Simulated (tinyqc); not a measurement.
Worked calculation: Hubbard chain of 2 sites. One step of it, computed by the program tinyqc.

Task: The many-body Hamiltonian. Basis: all placements (u, d, 2, 0 on each site), up operators ordered before down ones; hops carry the sign of the same-spin electrons passed.

one-body matrix (hopping and site energies) (eV):
```
           1          2
1  -0.960000  -0.590000
2  -0.590000   0.550000
```

U = 1.400000 eV

electrons, up and down: 1  1

Give: H.

Result:

H (eV), lower triangle:
```
         20       ud       du      02
20  -0.5200
ud  -0.5900  -0.4100
du  -0.5900   0.0000  -0.4100
02   0.0000  -0.5900  -0.5900  2.5000
```
